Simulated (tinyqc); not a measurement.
Dopant series: competing polymorphs of an oxide film: bulk, surface, grain-boundary, dopant and field terms. Computed by tinyqc, a small Python program. Command: `OMP_NUM_THREADS=1 python tinyqc.py 3020841 3020842 out.jsonl polymorph walk`. One thread of a shared host (Intel(R) Xeon(R) Processor @ 2.30GHz), about 0.01 s of CPU time with the checks.

Phases: monoclinic m (reference), polar orthorhombic o, tetragonal t. Free energies per formula unit (f.u.); 1 J/m^2 x angstrom^3/nm = 6.241509 meV.

Inputs (values chosen for the exercise, for a model oxide):
```
quantity                                    value          unit
energy of the polar phase o over m           48.5      meV/f.u.
energy of the tetragonal phase t over m       127      meV/f.u.
entropy of o over m                        0.0077  meV/(f.u. K)
entropy of t over m                         0.066  meV/(f.u. K)
surface energy of m                           3.6         J/m^2
surface energy of o                          2.93         J/m^2
surface energy of t                          2.85         J/m^2
grain-boundary energy over surface energy    0.62             -
volume per formula unit Omega                32.6    angstrom^3
film thickness h                               14            nm
grain radius R                                 12            nm
temperature T                                 300             K
shift of o per % of dopant                   -6.5      meV/f.u.
shift of t per % of dopant                    -20      meV/f.u.
width sigma of ln R                          0.34             -
interlayer thickness (SiO2)                  0.66            nm
```

Geometry: columnar grains in a film.

permittivities of m, o, t: 18  25  41

Method:
- Bulk term b = H - T S + (shift) x, zero for m.
- With G = b + gamma Omega A (b the bulk free energy per formula unit, A the area per volume), two phases i, j cross at A_ij = (b_j - b_i)/(Omega (gamma_i - gamma_j)); o has a window only if A_mo < A_ot.
- Grain radii are log-normal by volume with median R and width sigma; the share with A above A* is that with radius below R*, R* = f_b/(A* - 2/h) (all grains if A* <= 2/h), share = (1/2) erfc[-ln(R*/R)/(sqrt 2 sigma)]. Effective permittivity of a layer of thickness h built of such grains, taken in parallel: sum of share x eps; EOT = interlayer + 3.9 h/eps.

Against dopant content:
```
x (%)  A_mo (1/nm)  A_ot (1/nm)  share m  share o  share t
0.0        0.33882       3.7480  0.99996  0.00004   0.0000
1.0        0.29114       2.9187  0.99904  0.00096   0.0000
2.0        0.24346       2.0893  0.97499  0.02501   0.0000
3.0        0.19578       1.2600  0.52815  0.47185   0.0000
4.0        0.14810       0.4306  0.00000  1.00000   0.0000
5.0        0.10042      -0.3987  0.00000  0.00000   1.0000
6.5        0.02890      -1.6427  0.00000  0.00000   1.0000
8.0       -0.04262      -2.8867  0.00000  0.00000   1.0000
10.0      -0.13798      -4.5454  0.00000  0.00000   1.0000
```

What does the comparison show, and why?

The dopant lowers t by 20 and o by 6.5 meV per %, so A_ot falls faster than A_mo. The share of o peaks at x = 4 % (1.00): a doping window between m and t. t holds the majority from x = 5 % on.

Extremes, crossings and ranges named in words are read from the listed rows.
